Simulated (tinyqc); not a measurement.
From results back to parameters: phonon-assisted absorption at an indirect gap. Four cases, with inputs chosen for the exercise.

Problem. A slab transmits Tr = (1 - R)^2 x/(1 - R^2 x^2) with x = exp(-alpha d) and R = ((nr - 1)/(nr + 1))^2.

Find: x; alpha.

Method. Tr R^2 x^2 + (1 - R)^2 x - Tr = 0; take the positive root, then alpha = -ln(x)/d.

Case 1.

Values chosen (out of a larger set: loosely those of Si at room temperature; Eg is not tied to T; not measured data): nr = 3.67 (refractive index); d = 6.1 micrometre (thickness).

Tr = 0.503330

Solution.

x = 0.9937
alpha = 10.4 1/cm

Case 2.

Values chosen (out of a larger set: loosely those of Si at room temperature; Eg is not tied to T; not measured data): nr = 3.59 (refractive index); d = 74 micrometre (thickness).

Tr = 0.0382511

Solution.

x = 0.08228
alpha = 338 1/cm

Case 3.

Values chosen (out of a larger set: loosely those of GaP at room temperature; Eg is not tied to T; not measured data): nr = 3.37 (refractive index); d = 17 micrometre (thickness).

Tr = 0.542269

Solution.

x = 0.9951
alpha = 2.89 1/cm

Case 4.

Values chosen (out of a larger set: loosely those of AlAs at room temperature; Eg is not tied to T; not measured data): nr = 3.07 (refractive index); d = 1.2 micrometre (thickness).

Tr = 0.456579

Solution.

x = 0.7956
alpha = 1.91e+03 1/cm

Computed by tinyqc, one run a case: `OMP_NUM_THREADS=1 python tinyqc.py N N+1 out.jsonl` with N = 1680218, 1680220, 1680294, 1680377; one thread of a shared Intel(R) Xeon(R) Processor @ 2.30GHz, about 0.01 s a run at most.
